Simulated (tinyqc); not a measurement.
Plane-wave Kohn-Sham cycle with exchange-only LDA in a layered model solid, step by step. Computed by tinyqc, a small Python program that keeps every step. Settings: points = 16, plane-wave index or count = 3, electrons = 2, k points = 2, area = 11.0, mixing = 0.3, iteration cap = 64, Pulay depth = 3. Command: `OMP_NUM_THREADS=1 python tinyqc.py 29970 29971 out.jsonl` (the two numbers bound the seeds that draw the settings). One thread of a shared host (Intel(R) Xeon(R) Processor @ 2.60GHz), about 0.02 s of CPU time with the checks. Later iterations appear only in the table of the cycle.

## Iteration 1: potential

A solid whose potential varies along x alone (atomic units):
```
parameter                      value
period a                   14.200000
cross-section of the cell  11.000000
electrons per cell                 2
grid points                       16
plane waves -n..n, n               3
k points                           2
V1 in V1 cos(2 pi x/a)     -0.640000
```

density at the start, on the grid x_j = j a/N (e/bohr^3): 0.01280410  0.01280410  0.01280410  0.01280410  0.01280410  0.01280410  0.01280410  0.01280410  0.01280410  0.01280410  0.01280410  0.01280410  0.01280410  0.01280410  0.01280410  0.01280410

V_H(G) = 4 pi rho(G)/G^2 for G != 0 (uniform background); v_x = -(3 rho/pi)^(1/3); V = V_ext + V_H + v_x; Fourier components f(G_m) = (1/N) sum_j f(x_j) exp(-i G_m x_j).

Potentials on the grid (hartree):
```
x              V_ext       V_H        v_x          V
0.000000   -0.640000  0.000000  -0.230378  -0.870378
0.887500   -0.591283  0.000000  -0.230378  -0.821660
1.775000   -0.452548  0.000000  -0.230378  -0.682926
2.662500   -0.244917  0.000000  -0.230378  -0.475295
3.550000           0  0.000000  -0.230378  -0.230378
4.437500    0.244917  0.000000  -0.230378   0.014540
5.325000    0.452548  0.000000  -0.230378   0.222171
6.212500    0.591283  0.000000  -0.230378   0.360905
7.100000    0.640000  0.000000  -0.230378   0.409622
7.987500    0.591283  0.000000  -0.230378   0.360905
8.875000    0.452548  0.000000  -0.230378   0.222171
9.762500    0.244917  0.000000  -0.230378   0.014540
10.650000          0  0.000000  -0.230378  -0.230378
11.537500  -0.244917  0.000000  -0.230378  -0.475295
12.425000  -0.452548  0.000000  -0.230378  -0.682926
13.312500  -0.591283  0.000000  -0.230378  -0.821660
```

V(G_m), m = 0, 1, 2, ... (hartree): -0.230378  -0.320000  0.000000  0.000000  0.000000  0.000000  0.000000

## Iteration 1: Hamiltonian at one k

k = 0.250000 2 pi / a

H(m,m') = (k + G_m)^2/2 delta + V(G_m - G_m'), with V(-G) = V(G).

H (hartree), lower triangle:
```
           -3         -2         -1         +0         +1         +2        +3
-3   0.509941
-2  -0.320000   0.069421
-1   0.000000  -0.320000  -0.175313
+0   0.000000   0.000000  -0.320000  -0.224259
+1   0.000000   0.000000   0.000000  -0.320000  -0.077419
+2   0.000000   0.000000   0.000000   0.000000  -0.320000   0.265207
+3   0.000000   0.000000   0.000000   0.000000   0.000000  -0.320000  0.803621
```

## Iteration 1: levels at that k

Diagonalise the Hermitian matrix.

eigenvalues (hartree): -0.699411  -0.369487  -0.064523  0.208468  0.410555  0.711788  0.973809

## Iteration 1: new density

Motion across x is left out: the lowest 1 band(s) hold two electrons at each of the k points (j + 1/2)/nk - 1/2. Residual R = rho(out) - rho(in); rho(new) = rho(in) + 0.3 R. rho(out) = 2/(a A nk) sum |psi|^2 with psi = sum c exp(i G x). Harris energy E = band energy - dV sum rho (V_H/2 + v_x) + (3/4) dV sum rho v_x with rho(in), dV = a A/N, band energy = (2/nk) sum of the filled levels.

rho(out) (e/bohr^3): 0.05798320  0.04530150  0.02128410  0.00579729  0.00091804  0.00011557  0.00002213  0.00000202  0.00000104  0.00000202  0.00002213  0.00011557  0.00091804  0.00579729  0.02128410  0.04530150

density after iteration 1 (e/bohr^3): 0.02635783  0.02255332  0.01534810  0.01070206  0.00923828  0.00899754  0.00896951  0.00896348  0.00896318  0.00896348  0.00896951  0.00899754  0.00923828  0.01070206  0.01534810  0.02255332

energy per cell = -1.28363372 hartree

## Iteration 2: potential

As before.

Potentials on the grid (hartree):
```
x              V_ext        V_H        v_x          V
0.000000   -0.640000   0.508074  -0.293063  -0.424988
0.887500   -0.591283   0.444360  -0.278224  -0.425146
1.775000   -0.452548   0.287022  -0.244723  -0.410250
2.662500   -0.244917   0.102096  -0.217010  -0.359831
3.550000           0  -0.064747  -0.206627  -0.271374
4.437500    0.244917  -0.197240  -0.204817  -0.157139
5.325000    0.452548  -0.292199  -0.204604  -0.044254
6.212500    0.591283  -0.349217  -0.204558   0.037508
7.100000    0.640000  -0.368226  -0.204556   0.067218
7.987500    0.591283  -0.349217  -0.204558   0.037508
8.875000    0.452548  -0.292199  -0.204604  -0.044254
9.762500    0.244917  -0.197240  -0.204817  -0.157139
10.650000          0  -0.064747  -0.206627  -0.271374
11.537500  -0.244917   0.102096  -0.217010  -0.359831
12.425000  -0.452548   0.287022  -0.244723  -0.410250
13.312500  -0.591283   0.444360  -0.278224  -0.425146
```

V(G_m), m = 0, 1, 2, ... (hartree): -0.226171  -0.126238  0.022993  0.002863  0.000531  0.000310  0.000130

## Iteration 2: Hamiltonian at one k

k = 0.250000 2 pi / a

As before.

H (hartree), lower triangle:
```
           -3         -2         -1         +0         +1         +2        +3
-3   0.514147
-2  -0.126238   0.073627
-1   0.022993  -0.126238  -0.171106
+0   0.002863   0.022993  -0.126238  -0.220053
+1   0.000531   0.002863   0.022993  -0.126238  -0.073213
+2   0.000310   0.000531   0.002863   0.022993  -0.126238   0.269414
+3   0.000130   0.000310   0.000531   0.002863   0.022993  -0.126238  0.807827
```

## Iteration 2: levels at that k

As before.

eigenvalues (hartree): -0.358320  -0.200190  -0.033095  0.111485  0.289592  0.552319  0.838851

## Iteration 2: new density

B (overlaps of the stored error matrices):
```
               1              2
1  5.8183412e-03  2.4372050e-03
2  2.4372050e-03  1.2665446e-03
```

Motion across x is left out: the lowest 1 band(s) hold two electrons at each of the k points (j + 1/2)/nk - 1/2. Residual R = rho(out) - rho(in); rho(new) = rho(in) + 0.3 R; Pulay mixing then takes sum c_i of the stored mixed densities, with c from B_ij = sum R_i R_j as in DIIS. rho(out) = 2/(a A nk) sum |psi|^2 with psi = sum c exp(i G x). Harris energy E = band energy - dV sum rho (V_H/2 + v_x) + (3/4) dV sum rho v_x with rho(in), dV = a A/N, band energy = (2/nk) sum of the filled levels.

rho(out) (e/bohr^3): 0.04009417  0.03576162  0.02517392  0.01368394  0.00558398  0.00168356  0.00039198  0.00008727  0.00003883  0.00008727  0.00039198  0.00168356  0.00558398  0.01368394  0.02517392  0.03576162

DIIS coefficients: -0.529597  1.529597

density after iteration 2 (e/bohr^3): 0.03266114  0.02861433  0.01985696  0.01207038  0.00756140  0.00564131  0.00503346  0.00489037  0.00486799  0.00489037  0.00503346  0.00564131  0.00756140  0.01207038  0.01985696  0.02861433

energy per cell = -0.71825142 hartree

## Convergence

Stop when sqrt(dV sum R^2) is below 1e-8, dV = a A/N.

Course of the cycle:
```
iteration  E (hartree)  norm of the residual
1          -1.28363372              2.38e-01
2          -0.71825142              1.11e-01
3          -0.73170657              2.13e-01
4          -0.64586958              7.78e-02
5          -0.64021419              7.45e-02
6          -0.61709586              5.74e-02
7          -0.61434450              1.12e-01
8          -0.62487928              6.53e-02
9          -0.60167555              3.81e-02
10         -0.60331356              4.09e-02
11         -0.60126419              6.19e-02
...                ...                   ...
26         -0.59422886              1.98e-06
27         -0.59422886              5.84e-07
28         -0.59422886              2.18e-07
29         -0.59422886              1.47e-07
30         -0.59422886              8.50e-08
31         -0.59422886              3.46e-08
32         -0.59422886              2.59e-08
33         -0.59422886              5.29e-08
34         -0.59422886              2.68e-08
35         -0.59422886              1.08e-08
36         -0.59422886              8.62e-09
```

Converged in 36 iterations. Before convergence this energy mixes input and output and is not variational, so it may rise towards its limit.
